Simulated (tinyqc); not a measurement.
Thickness series: Landau-Devonshire theory of a uniaxial ferroelectric. Computed by tinyqc, a small Python program. Command: `OMP_NUM_THREADS=1 python tinyqc.py 3011336 3011337 out.jsonl ferro walk`. One thread of a shared host (Intel(R) Xeon(R) Processor @ 2.30GHz), about 0.01 s of CPU time with the checks.

G(P) = (alpha/2) P^2 + (beta*/4) P^4 + (gamma/6) P^6 - E P per volume, SI units, one domain, P along the polar axis, which is normal to the film.

Inputs (values chosen for the exercise, for a model ferroelectric):
```
quantity                          value             unit
alpha_0                          207000      J m/(C^2 K)
Curie-Weiss temperature T0          510                K
beta                            3.5e+09        J m^5/C^4
gamma                          1.02e+11        J m^9/C^6
temperature T                       407                K
misfit strain u_m               -0.0068                -
electrostriction Q12             -0.021          m^4/C^2
compliance s11 + s12            4.5e-12            m^2/N
film thickness d                     54               nm
screening length lambda          0.0041               nm
background permittivity eps_b         7                -
series capacitance C_d              4.6  microfarad/cm^2
```

Sample: epitaxial film.

Constants: eps_0 = 8.8541878128e-12 F/m.

Method:
- alpha = alpha_0 (T - T0*), with clamping: T0* = T0 + 4 Q12 u_m/(alpha_0 (s11 + s12)), beta* = beta + 4 Q12^2/(s11 + s12).
- Ps^2 = [-beta* + sqrt(beta*^2 - 4 alpha gamma)]/(2 gamma).
- chi = 1/(eps_0 G''), G'' = alpha + 3 beta* P^2 + 5 gamma P^4 at Ps. Ps, chi and the coercive field are for perfect screening, without a depolarising field. The intrinsic coercive field is |alpha P + beta* P^3 + gamma P^5| at the P_c where G'' = 0. 1 C/m^2 = 100 microcoulomb/cm^2.
- Between shorted electrodes with screening length lambda each, the depolarising field is -k P, k = 2 lambda/(eps_0 (d + 2 lambda eps_b)), so alpha turns into alpha + k.
- The polar state is the lowest uniform state while alpha + k < 0 (beta* > 0) or < 3 beta*^2/(16 gamma) (beta* < 0); setting the equality gives the critical thickness d_c.
- Domains are left out, though they can pre-empt both the loss of P and the state at P = 0. The second and third columns are for the shorted capacitor, polar only where it is the lowest uniform state: alpha + k < 0 (beta* > 0) or < 3 beta*^2/(16 gamma) (beta* < 0). The last column is another circuit, the film in series with C_d at P = 0: 1/C = (alpha d)/(1 + alpha eps_0 eps_b) + 1/C_d, and P = 0 is locally stable while 1/C > 0; a dash marks the rest.

alpha = -1.48254e+08 J m/C^2

beta* = 3.89200e+09 J m^5/C^4

critical thickness d_c = 6.18940 nm

spontaneous polarisation Ps = 15.3471 microcoulomb/cm^2

Against thickness:
```
d (nm)  P (microcoulomb/cm^2)  depolarising field (MV/m)  C of the stack / C_d
1                       0.000                     0.0000                1.0069
2                       0.000                     0.0000                1.0140
3                       0.000                     0.0000                1.0211
5                       0.000                     0.0000                1.0356
8                       8.486                     9.7535                1.0583
15                     12.558                     7.7240                1.1151
30                     14.089                     4.3410                1.2602
60                     14.745                     2.2738                1.7035
150                    15.112                     0.9327                     -
```

What follows from these numbers?

The polar state appears between 5 and 8 nm (d_c = 6.19 nm), and at 150 nm P is 98.5 % of Ps. The stack exceeds C_d wherever it is stable, up to 1.70 times: the ferroelectric held at P = 0 acts as a negative capacitance. Caution: the strain shifts T0 by more than 500 K here, which is beyond the range where constant coefficients hold. Caution: far below T0* the expansion with linear alpha(T) is only a fit.

Extremes, crossings and ranges named in words are read from the listed rows.
